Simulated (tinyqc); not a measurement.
Microkinetic model of low-temperature epitaxy from hydride gases: adsorption, hydrogen desorption and rate control: one step, computed by the program tinyqc. Command: `OMP_NUM_THREADS=1 python tinyqc.py 3025075 3025076 out.jsonl hepi walk`. One thread of a shared host (Intel(R) Xeon(R) Processor @ 2.30GHz), about 0.01 s of CPU time with the checks.

Each hydride molecule needs two free sites and leaves four hydrogen atoms, of which two leave at once as H2; theta is the hydrogen coverage, the site density is 6.78 per nm^2 and one layer is 1.358 angstrom thick.

Task: Rate constants. Flux per site F = p/(sqrt(2 pi M k_B T) x 6.78e18 per m^2), M = 32.12 u (silane), 76.63 u (germane), 2.016 u (hydrogen); s = s0 exp(-E_s/(k_B T)); k_S = s F_S, k_G = r_G s F_G; germanium fraction x = k_G/(k_S + k_G); k = k_S + k_G; k_H = s_H F_H; k_d = nu_d exp(-(E_d - dE x)/(k_B T)). Temperatures in kelvin are T(C) + 273.15.

Inputs (values chosen for the exercise, close to those used for silane and germane on Si(001)):
```
quantity                                           value  unit
silane pressure p_S                                  1.2    Pa
sticking prefactor of silane s0                    0.036     -
adsorption barrier E_s                              0.23    eV
desorption prefactor nu_d                        3.3e+11   1/s
desorption energy on silicon E_d                    2.19    eV
hydrogen carrier pressure p_H                       7700    Pa
sticking of hydrogen s_H                         1.2e-08     -
temperature T                                        740     C
germane pressure p_G                               0.016    Pa
sticking ratio of germane to silane r_G                2     -
lowering of E_d per unit germanium fraction, dE     0.43    eV
```

Film: silicon-germanium. Order of hydrogen desorption: first.

Constants: k_B = 8.617333262e-05 eV/K; u = 1.6605390666e-27 kg; k_B = 1.380649e-23 J/K.

Give: k; germanium fraction x; k_H; k_d.

Result:

k = 6.794 1/s

germanium fraction x = 0.01697

k_H = 0.7945 1/s

k_d = 4.581 1/s
